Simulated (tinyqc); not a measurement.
Inside a calculation. Method: plane-wave Kohn-Sham cycle with exchange-only LDA in a layered model solid. Computed by tinyqc, a small Python program that keeps every step. Settings: points = 16, plane-wave index or count = 3, electrons = 2, k points = 3, area = 11.0, mixing = 0.5, iteration cap = 58, Kerker q0 = 0.92. Command: `OMP_NUM_THREADS=1 python tinyqc.py 23974 23975 out.jsonl` (the two numbers bound the seeds that draw the settings). One thread of a shared host (Intel(R) Xeon(R) Processor @ 2.60GHz), about 0.02 s of CPU time with the checks. Later iterations appear only in the table of the cycle.

## Iteration 1: potential

A solid whose potential varies along x alone (atomic units):
```
parameter                      value
period a                   15.900000
cross-section of the cell  11.000000
electrons per cell                 2
grid points                       16
plane waves -n..n, n               3
k points                           3
V1 in V1 cos(2 pi x/a)     -0.330000
```

density at the start, on the grid x_j = j a/N (e/bohr^3): 0.01143511  0.01143511  0.01143511  0.01143511  0.01143511  0.01143511  0.01143511  0.01143511  0.01143511  0.01143511  0.01143511  0.01143511  0.01143511  0.01143511  0.01143511  0.01143511

V_H(G) = 4 pi rho(G)/G^2 for G != 0 (uniform background); v_x = -(3 rho/pi)^(1/3); V = V_ext + V_H + v_x; Fourier components f(G_m) = (1/N) sum_j f(x_j) exp(-i G_m x_j).

Potentials on the grid (hartree):
```
x              V_ext       V_H        v_x          V
0.000000   -0.330000  0.000000  -0.221856  -0.551856
0.993750   -0.304880  0.000000  -0.221856  -0.526736
1.987500   -0.233345  0.000000  -0.221856  -0.455201
2.981250   -0.126286  0.000000  -0.221856  -0.348141
3.975000           0  0.000000  -0.221856  -0.221856
4.968750    0.126286  0.000000  -0.221856  -0.095570
5.962500    0.233345  0.000000  -0.221856   0.011490
6.956250    0.304880  0.000000  -0.221856   0.083025
7.950000    0.330000  0.000000  -0.221856   0.108144
8.943750    0.304880  0.000000  -0.221856   0.083025
9.937500    0.233345  0.000000  -0.221856   0.011490
10.931250   0.126286  0.000000  -0.221856  -0.095570
11.925000          0  0.000000  -0.221856  -0.221856
12.918750  -0.126286  0.000000  -0.221856  -0.348141
13.912500  -0.233345  0.000000  -0.221856  -0.455201
14.906250  -0.304880  0.000000  -0.221856  -0.526736
```

V(G_m), m = 0, 1, 2, ... (hartree): -0.221856  -0.165000  0.000000  0.000000  0.000000  0.000000  0.000000

## Iteration 1: Hamiltonian at one k

k = 0.000000 2 pi / a

H(m,m') = (k + G_m)^2/2 delta + V(G_m - G_m'), with V(-G) = V(G).

H (hartree), lower triangle:
```
           -3         -2         -1         +0         +1         +2        +3
-3   0.480857
-2  -0.165000   0.090461
-1   0.000000  -0.165000  -0.143776
+0   0.000000   0.000000  -0.165000  -0.221856
+1   0.000000   0.000000   0.000000  -0.165000  -0.143776
+2   0.000000   0.000000   0.000000   0.000000  -0.165000   0.090461
+3   0.000000   0.000000   0.000000   0.000000   0.000000  -0.165000  0.480857
```

## Iteration 1: levels at that k

Diagonalise the Hermitian matrix.

eigenvalues (hartree): -0.443457  -0.237601  -0.063220  0.118894  0.165502  0.546250  0.546861

## Iteration 1: new density

Motion across x is left out: the lowest 1 band(s) hold two electrons at each of the k points (j + 1/2)/nk - 1/2. Residual R = rho(out) - rho(in); rho(new) = rho(in) + 0.5 R, with R(G) scaled by G^2/(G^2 + 0.92^2) (Kerker). rho(out) = 2/(a A nk) sum |psi|^2 with psi = sum c exp(i G x). Harris energy E = band energy - dV sum rho (V_H/2 + v_x) + (3/4) dV sum rho v_x with rho(in), dV = a A/N, band energy = (2/nk) sum of the filled levels.

rho(out) (e/bohr^3): 0.04668263  0.03805110  0.02054448  0.00733930  0.00179295  0.00034161  0.00006134  0.00000841  0.00000065  0.00000841  0.00006134  0.00034161  0.00179295  0.00733930  0.02054448  0.03805110

density after iteration 1 (e/bohr^3): 0.01702302  0.01488168  0.01106317  0.00923975  0.00956668  0.01041093  0.01096134  0.01120806  0.01127545  0.01120806  0.01096134  0.01041093  0.00956668  0.00923975  0.01106317  0.01488168

energy per cell = -0.77592135 hartree

## Iteration 2: potential

As before.

Potentials on the grid (hartree):
```
x              V_ext        V_H        v_x          V
0.000000   -0.330000   0.178694  -0.253320  -0.404625
0.993750   -0.304880   0.146411  -0.242219  -0.400688
1.987500   -0.233345   0.073145  -0.219424  -0.379624
2.981250   -0.126286   0.002189  -0.206638  -0.330734
3.975000           0  -0.043838  -0.209047  -0.252885
4.968750    0.126286  -0.067146  -0.215024  -0.155884
5.962500    0.233345  -0.077398  -0.218748  -0.062801
6.956250    0.304880  -0.081454  -0.220378   0.003048
7.950000    0.330000  -0.082512  -0.220818   0.026669
8.943750    0.304880  -0.081454  -0.220378   0.003048
9.937500    0.233345  -0.077398  -0.218748  -0.062801
10.931250   0.126286  -0.067146  -0.215024  -0.155884
11.925000          0  -0.043838  -0.209047  -0.252885
12.918750  -0.126286   0.002189  -0.206638  -0.330734
13.912500  -0.233345   0.073145  -0.219424  -0.379624
14.906250  -0.304880   0.146411  -0.242219  -0.400688
```

V(G_m), m = 0, 1, 2, ... (hartree): -0.221068  -0.109949  0.015853  0.001927  0.000070  0.000168  0.000124

## Iteration 2: Hamiltonian at one k

k = 0.000000 2 pi / a

As before.

H (hartree), lower triangle:
```
           -3         -2         -1         +0         +1         +2        +3
-3   0.481645
-2  -0.109949   0.091249
-1   0.015853  -0.109949  -0.142989
+0   0.001927   0.015853  -0.109949  -0.221068
+1   0.000070   0.001927   0.015853  -0.109949  -0.142989
+2   0.000168   0.000070   0.001927   0.015853  -0.109949   0.091249
+3   0.000124   0.000168   0.000070   0.001927   0.015853  -0.109949  0.481645
```

## Iteration 2: levels at that k

As before.

eigenvalues (hartree): -0.341876  -0.202523  -0.074894  0.102993  0.127889  0.513387  0.513764

## Iteration 2: new density

As before.

rho(out) (e/bohr^3): 0.03777929  0.03314758  0.02228546  0.01133413  0.00429124  0.00120471  0.00026319  0.00005400  0.00002180  0.00005400  0.00026319  0.00120471  0.00429124  0.01133413  0.02228546  0.03314758

density after iteration 2 (e/bohr^3): 0.01928566  0.01682309  0.01197830  0.00882796  0.00840612  0.00931037  0.01024196  0.01077900  0.01094241  0.01077900  0.01024196  0.00931037  0.00840612  0.00882796  0.01197830  0.01682309

energy per cell = -0.58475215 hartree

## Convergence

Stop when sqrt(dV sum R^2) is below 1e-8, dV = a A/N.

Course of the cycle:
```
iteration  E (hartree)  norm of the residual
1          -0.77592135              2.08e-01
2          -0.58475215              1.55e-01
3          -0.46956885              1.12e-01
4          -0.41179630              7.74e-02
5          -0.39094692              4.56e-02
6          -0.38607556              2.73e-02
7          -0.38446914              1.56e-02
8          -0.38393478              9.88e-03
9          -0.38377171              6.73e-03
10         -0.38372121              6.28e-03
11         -0.38372226              6.64e-03
...                ...                   ...
48         -0.38631127              4.72e-02
49         -0.38771684              4.72e-02
50         -0.38631127              4.72e-02
51         -0.38771683              4.72e-02
52         -0.38631127              4.72e-02
53         -0.38771683              4.72e-02
54         -0.38631126              4.72e-02
55         -0.38771682              4.72e-02
56         -0.38631126              4.72e-02
57         -0.38771682              4.72e-02
58         -0.38631126              4.72e-02
```

Not converged within 58 iterations: the residual has stopped falling: the iteration swings between two states. Reruns (cap 100 unless said): mixing 0.1: not converged; mixing 0.5, Kerker q0 1.0: not converged; mixing 0.3, Pulay depth 5: converged in 26 (E = -0.38366); the original settings with a cap of 400: not converged.
